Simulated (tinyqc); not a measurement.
Electron mobility in a silicon inversion layer, empirical terms and Matthiessen rule: effect of the charge at the interface.

Inversion layer of sheet density Ns on a uniformly doped body. The mobility terms are empirical power laws with prefactors chosen for the exercise; adding their inverses (Matthiessen) is itself an approximation.

ni = sqrt(Nc Nv) exp(-Eg/(2 Vt)), Eg in volts; Ndep = sqrt(2 eps0 eps_r Nb (2 Vt ln(Nb/ni) + Vsb)/q); E = q (Ndep + eta Ns)/(eps0 eps_r), in MV/cm. With t = T/(300 K): muC = Ac (Ns/1e12 cm^-2) t/(Nb/1e17 cm^-3 + Nit/1e11 cm^-2), muP = Ap E^(-1/3) t^(-1.75), muS = As E^(-gs); 1/mu is the sum of the inverses.

Values chosen for this exercise; material values close to those of silicon: temperature T = 400 K; band gap Eg = 1.11 eV; relative permittivity of the semiconductor eps_r = 11.7; conduction-band density of states at T Nc = 4.31e19 cm^-3; valence-band density of states at T Nv = 4.11e19 cm^-3; body doping Nb = 1.2e18 cm^-3; reverse body bias Vsb = 0.3 V; weight of the inversion charge in the effective field eta = 0.5; phonon-limited mobility at 1 MV/cm and 300 K Ap = 458 cm^2/(V s); roughness-limited mobility at 1 MV/cm As = 690 cm^2/(V s); exponent of the roughness term gs = 2; Coulomb prefactor Ac = 3000 cm^2/(V s); inversion density Ns = 7.1e11 cm^-2.

Constants: q = 1.602176634e-19 C, kB = 1.380649e-23 J/K, Vt = kB T/q, eps0 = 8.8541878128e-14 F/cm where lengths are in cm. Results are converted to the units shown.

The same in every row: E (MV/cm) = 0.7124; muP (cm^2/(V s)) = 310.0; muS (cm^2/(V s)) = 1359.

Results:
```
Nit (cm^-2),muC (cm^2/(V s)),mu (cm^2/(V s))
1e10,234.7,121.6
3.2e10,230.5,120.5
3.2e11,186.8,107.4
1e12,129.1,85.41
3.2e12,64.55,51.40
1e13,25.36,23.04
```

Estimate the missing row, Nit = 1e11 cm^-2.

Computed row:
```
Nit (cm^-2),muC (cm^2/(V s)),mu (cm^2/(V s))
1e11,218.5,117.1
```

With this row back in the table: As Nit goes from 1e10 to 1e13 cm^-2, E stays at 0.712 MV/cm and mu falls from 122 to 23.0 cm^2/(V s). The Coulomb term is the smallest in the first and the last row.

Computed by the program tinyqc: `OMP_NUM_THREADS=1 python tinyqc.py 2510114 2510115 out.jsonl`, one thread of a shared Intel Xeon 2.30GHz, about 0.01 s for the whole run.
